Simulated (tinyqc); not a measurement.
Switching kinetics of a ferroelectric film and the memory window of a ferroelectric gate stack: one step, computed by the program tinyqc.

Fields in MV/cm; 1 microcoulomb/cm^2 over eps_0 is 11.29409 MV/cm. In the stack (metal, ferroelectric, interlayer, channel) the channel is taken as a conductor.

Problem. Switched share after the pulse. Merz's law: t1 = t_inf exp[(E_a/E)^alpha] at the mean of the fields before and after switching. NLS: switched share = integral of [1 - exp(-(t/tau)^n)] F(z) dz over z = log10 tau, with the Lorentzian F = (1/pi) w/[(z - log10 t1)^2 + w^2].

Inputs (values chosen for the exercise, for a model film): time constant t_inf = 4.1e-10 s; activation field E_a = 4.7 MV/cm; Merz exponent alpha = 1; dimension n = 2; half width w of log10 t = 1.2; pulse length t_p = 0.00083 s; breakdown field of the interlayer = 16 MV/cm.

Kinetics: nucleation-limited (NLS).

E_F before switching = 2.602612 MV/cm

E_F after switching = 0.9041665 MV/cm

Give: mean field; switching time t1; switched share.

Solution.

mean field = 1.753 MV/cm

switching time t1 = 5.983e-09 s

switched share = 0.9285

t_p is 140000 t1. A field higher by 10 % would shorten t1 by a factor 1.3. The step approximation 1/2 + arctan[log10(t_p/t1)/w]/pi gives 0.927. Caution: the interlayer field exceeds its breakdown field, so charge injection would change the fields. Caution: the field changes much during switching, so one mean field is a crude stand-in.
